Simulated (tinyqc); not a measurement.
Full result against the linear law: strain, valley repopulation and piezoresistance in a many-valley conduction band. Computed by tinyqc, a small Python program. Command: `OMP_NUM_THREADS=1 python tinyqc.py 3002608 3002609 out.jsonl valleys walk`. One thread of a shared host (Intel(R) Xeon(R) Processor @ 2.30GHz), about 0.03 s of CPU time with the checks.

Valleys are ellipsoids with mass m_l along the axis a and m_t across it, parabolic, with one constant relaxation time; strain shifts the valleys and leaves the masses alone. Currents are taken along [100], in the plane, and along [001], across the plane.

Inputs (values chosen for the exercise, for a model crystal):
```
quantity                               value    unit
longitudinal mass m_l                  0.895     m_0
transverse mass m_t                    0.242     m_0
shear deformation potential Xi_u         9.6      eV
dilation deformation potential Xi_d      1.4      eV
C11                                      180     GPa
C12                                     62.2     GPa
C44                                     81.5     GPa
electron density n                   2.6e+16  1/cm^3
relaxation time tau                      330      fs
temperature T                            300       K
```

Valley axes: <100> (6 valleys in 3 pairs). Load: biaxial in the (001) plane.

Constants: k_B = 8.617333262e-05 eV/K; m_0 = 9.1093837015e-31 kg; k_B = 1.380649e-23 J/K; hbar = 1.054571817e-34 J s; e = 1.602176634e-19 C.

Method:
- Each of the 6 valleys holds n_v = N_v (2/sqrt(pi)) F_1/2((E_F - dE_v)/(k_B T)), N_v = 2 (m_d k_B T/(2 pi hbar^2))^(3/2), m_d = (m_l m_t^2)^(1/3); E_F solves sum n_v = n and is counted from the unstrained edge.
- F_j(eta) = int_0^infinity x^j/(1 + exp(x - eta)) dx, without a gamma-function factor. It is evaluated after integrating by parts.
- Integrals over x = E/(k_B T) use 160 Gauss-Legendre points in u = sqrt(x) from 0 to sqrt(max(eta, 0) + 32).
- With eta_0 the reduced Fermi level without strain, r = F_-1/2(eta_0)/(2 F_1/2(eta_0)) (1 for a classical gas) and c = r (Xi_u/k_B T) (m_l - m_t)/(2 m_l + m_t): pi11 = -(2/3) c (S11 - S12), pi12 = -pi11/2, pi44 = 0, with S11 - S12 = 1/(C11 - C12).
- Compliances S11 = (C11 + C12)/((C11 - C12)(C11 + 2 C12)), S12 = -C12/((C11 - C12)(C11 + 2 C12)), S44 = 1/C44; stress sigma_xx = sigma_yy = X, all else 0; e_xx = S11 sigma_xx + S12 (sigma_yy + sigma_zz), e_xy = S44 sigma_xy/2 (tensor strain).
- Herring-Vogt shift of a valley with unit axis a: dE = Xi_d tr(e) + Xi_u a.e.a.
- Mobility tensor mu = e tau sum_v (n_v/n) [1/m_t + (1/m_l - 1/m_t) a a^T]; unstrained mu_0 = e tau (1/m_l + 2/m_t)/3; resistivity along d from the inverse tensor, rho_d = d.mu^-1.d/(n e), mobility along d = 1/(d.mu^-1.d); gauge pi_d = (rho_d/rho_0 - 1)/X.
- Linear theory: pi = pi11 + pi12 in the plane and 2 pi12 across it.

pi11 = -67.5172 1e-11/Pa

pi12 = 33.7586 1e-11/Pa

Resistance changes (%); at 2000 MPa the strain is near or above 1 %, where band warping, left out here, matters:
```
X (MPa)  splitting (meV)  largest share  first direction   linear  second direction   linear
-2000             162.99        0.49954           19.081   67.517            -24.27  -135.03
-1000              81.49        0.48953           17.728   33.759            -23.15   -67.52
-400               32.60        0.43793           11.215   13.503            -16.78   -27.01
-150               12.22        0.38120            4.838    5.064             -8.45   -10.13
-50                 4.07        0.35036            1.669    1.688             -3.18    -3.38
50                  4.07        0.36922           -1.700   -1.688              3.58     3.38
150                12.22        0.44511           -5.113   -5.064             12.08    10.13
400                32.60        0.63817          -12.812  -13.503             41.62    27.01
1000               81.49        0.92118          -22.080  -33.759            130.80    67.52
2000              162.99        0.99635          -24.220  -67.517            177.16   135.03
```

What follows from these numbers?

Along the first direction the linear law holds within 10 % for 5 of the 10 stresses, at -150, -50.0, 50.0, 150, 400 MPa. At the largest compression the full change is +19.1 % against the linear +67.5 %, at the largest tension -24.2 % against -67.5 %: once the splitting is comparable with k_B T (or E_F) the populations no longer follow it linearly, and the change must saturate when the upper valleys are empty.

Extremes, crossings and ranges named in words are read from the listed rows.
